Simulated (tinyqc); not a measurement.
# MOSFET in the linear regime without short-channel effects, parameter extraction from computed curves: what changes with what

Inversion charge Q = Cox n Vt W0(exp((Vg - VT)/(n Vt))), W0 the Lambert function and n = nf; u = Q/Cox; mobility mu = mu0/(1 + th1 u + th2 u^2); channel resistance Rch = (L - dL)/(W mu Q); Id = Vd/(Rch + Rsd/W). Cox = eps0 eox/tox. Small Vd, no channel-length or drain effects.

Parameters, values chosen for the exercise; channel values of the order met in silicon transistors:
```
symbol  value        unit                                                                 meaning
T          77           K                                                             temperature
eox      25.7              relative permittivity of the gate insulator (close to zirconium oxide)
tox         6          nm                                                     insulator thickness
mu0       260  cm^2/(V s)                                                      low-field mobility
th1      0.26         1/V                                       first mobility attenuation factor
th2         0       1/V^2                                      second mobility attenuation factor
VT       0.62           V                                                       threshold voltage
nf       1.47                                                                         body factor
W           1          um                                                              gate width
L        0.27          um                                                       drawn gate length
dL      0.009          um                                             drawn less effective length
Rsd       110      ohm um                                            source plus drain resistance
Vd       0.02           V                                                           drain voltage
```

Constants: q = 1.602176634e-19 C, kB = 1.380649e-23 J/K, Vt = kB T/q, eps0 = 8.8541878128e-14 F/cm where lengths are in cm. Results are converted to the units shown.

Each table varies one quantity; the others keep the values above.

## Extraction methods against the second mobility attenuation factor

From the continuous curve Id(Vg): tangent at peak gm (V_ext = Vg - Id/gm); constant current Id = 0.1 uA W/L; peak of d2Id/dVg2; Y = Id/sqrt(gm) drawn through Vg = VT + 0.6 and VT + 0.8 V, with intercept VT_Y and slope s. Mobilities gm,max L/(W Cox Vd) and s^2 L/(W Cox Vd) with the drawn L. Last column: share of Rsd/W in the total resistance at VT + 0.8 V.

Extraction methods against the second mobility attenuation factor:
```
th2 (1/V^2),V_ext (V),constant current (V),second derivative (V),VT_Y (V),mobility from gm (cm^2/(V s)),mobility from Y (cm^2/(V s)),series share (%)
0,0.626,0.618,0.618,0.646,216,261,20.8
0.06,0.626,0.618,0.618,0.664,216,283,20.4
0.12,0.626,0.618,0.618,0.681,215,307,19.9
0.18,0.626,0.618,0.618,0.698,215,335,19.5
0.24,0.626,0.618,0.618,0.716,215,365,19.1
0.3,0.626,0.618,0.618,0.733,215,400,18.7
0.36,0.626,0.618,0.618,0.750,214,439,18.3
```

The model has VT = 0.62 V and mu0 = 260 cm^2/(V s). Over the table the extracted thresholds move by under 0.5 mV (tangent), under 0.5 mV (constant current), under 0.5 mV (second derivative), 100 mV (Y function). The mobility from gm falls from 216 to 214 and that from Y rises from 261 to 439 cm^2/(V s).

## Extraction methods against the drawn gate length

Same model as above.

Extraction methods against the drawn gate length:
```
L (um),V_ext (V),constant current (V),second derivative (V),VT_Y (V),mobility from gm (cm^2/(V s)),mobility from Y (cm^2/(V s)),series share (%)
0.03,0.615,0.614,0.616,0.646,208,361,76.6
0.062,0.619,0.617,0.617,0.646,205,295,56.4
0.13,0.623,0.618,0.618,0.646,210,271,36.2
0.27,0.626,0.618,0.618,0.646,216,261,20.8
0.56,0.628,0.618,0.618,0.646,220,257,11.1
1.2,0.629,0.619,0.618,0.646,223,254,5.45
2.4,0.630,0.619,0.618,0.646,225,253,2.79
5,0.630,0.619,0.618,0.646,225,253,1.36
```

What does the table show?

The model has VT = 0.62 V and mu0 = 260 cm^2/(V s). Over the table the extracted thresholds move by 16 mV (tangent), 4.7 mV (constant current), 2.5 mV (second derivative), under 0.5 mV (Y function). The mobility from gm goes from 208 through a minimum of 205 (at L = 0.062 among the rows listed) to 225 and that from Y falls from 361 to 253 cm^2/(V s).

Program tinyqc, `OMP_NUM_THREADS=1 python tinyqc.py 2210102 2210103 out.jsonl`; Intel Xeon 2.30GHz, shared host, one thread, about 0.01 s.
